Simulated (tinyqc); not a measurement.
# MESFET, gradual channel with velocity saturation: two studies

A uniformly doped n-type channel, depleted from the top by a Schottky gate; at channel potential V the depleted share of a is u = sqrt((Vbi - Vg + V)/Vp), s at the source. Electrons drift with v = mu E/(1 + mu E/vsat). Abrupt depletion edge, no series resistance, source at 0.

Parameters, values chosen for the exercise; material values close to those of 4H silicon carbide: temperature T = 250 K; relative permittivity of the semiconductor eps_r = 9.78; conduction-band density of states at T Nc = 1.31e19 cm^-3; donor density of the channel Nd = 2.3e16 cm^-3; channel thickness a = 240 nm; low-field mobility at this doping mu = 660 cm^2/(V s); saturation velocity vsat = 2.2e7 cm/s; gate length L = 5 um; gate width W = 50 um; Schottky barrier phiB = 0.73 V; gate voltage Vg = 0 V.

Constants: q = 1.602176634e-19 C, kB = 1.380649e-23 J/K, Vt = kB T/q, eps0 = 8.8541878128e-14 F/cm where lengths are in cm. Results are converted to the units shown.

Each table varies one quantity; the others keep the values above.

## Effect of the gate voltage on saturation

Vbi = phiB - Vt ln(Nc/Nd); Vp = q Nd a^2/(2 eps0 eps_r); G0 = q mu Nd a W/L; Z = mu Vp/(vsat L); s = sqrt((Vbi - Vg)/Vp). I = (G0 Vp/3) F/(1 + Z (u^2 - s^2)), F = 3 (u^2 - s^2) - 2 (u^3 - s^3), with u at V = Vd; Z = 0 gives constant mobility, for which u stops at 1. The current peaks at u = um, the root of (1 - u)(1 + Z (u^2 - s^2)) = Z F/3; beyond Vdsat = Vp (um^2 - s^2) it is held at that value. gm = G0 (um - s)/(1 + Z (um^2 - s^2)).

The same in every row: Z = 0.07354.

Effect of the gate voltage on saturation:
```
Vg (V)      um  Vdsat (V)  Isat (mA)  Isat for Z = 0 (mA)  gm (mS)
-0.5    0.9998     0.1317   0.002106             0.002122  0.03202
-0.42   0.9994     0.2109   0.005462             0.005531  0.05197
-0.33   0.9989     0.2995    0.01117              0.01137  0.07505
-0.25   0.9981     0.3777    0.01802              0.01843  0.09625
-0.17   0.9973     0.4556    0.02659              0.02733   0.1182
-0.08   0.9961     0.5426    0.03839              0.03965   0.1441
0       0.9948     0.6195    0.05087              0.05278   0.1683
```

What does the comparison show?

As Vg goes from -0.5 to 0 V, Vdsat rises from 0.132 to 0.619 V, Isat rises from 0.00211 to 0.0509 mA and gm rises from 0.0320 to 0.168 mS. Isat is 0.992 of the constant-mobility value in the first row and 0.964 in the last. For Vg = -0.5 to -0.25 V the open channel at the source, (1 - s) a, is under two Debye lengths, so the abrupt edge is rough.

## Effect of the low-field mobility at this doping on saturation

Same model as above.

Results:
```
mu (cm^2/(V s))        Z      um  Vdsat (V)  Isat (mA)  Isat for Z = 0 (mA)  gm (mS)
130              0.01448  0.9989     0.6297    0.01032              0.01040  0.03460
220              0.02451  0.9982     0.6279    0.01737              0.01759  0.05812
360              0.04011  0.9971     0.6252    0.02821              0.02879  0.09401
590              0.06574  0.9953     0.6208    0.04565              0.04718   0.1513
1600              0.1783  0.9879     0.6029     0.1174               0.1280   0.3801
2600              0.2897  0.9813     0.5869     0.1817               0.2079   0.5766
```

Estimate the missing row, mu = 970 cm^2/(V s).

Computed row:
```
mu (cm^2/(V s))       Z      um  Vdsat (V)  Isat (mA)  Isat for Z = 0 (mA)  gm (mS)
970              0.1081  0.9924     0.6138    0.07353              0.07757   0.2414
```

With this row back in the table: As mu goes from 130 to 2600 cm^2/(V s), Vdsat falls from 0.630 to 0.587 V, Isat rises from 0.0103 to 0.182 mA and gm rises from 0.0346 to 0.577 mS. Isat is 0.993 of the constant-mobility value in the first row and 0.874 in the last.

Program tinyqc, `OMP_NUM_THREADS=1 python tinyqc.py 2500132 2500133 out.jsonl`; Intel Xeon 2.30GHz, shared host, one thread, about 0.06 s.
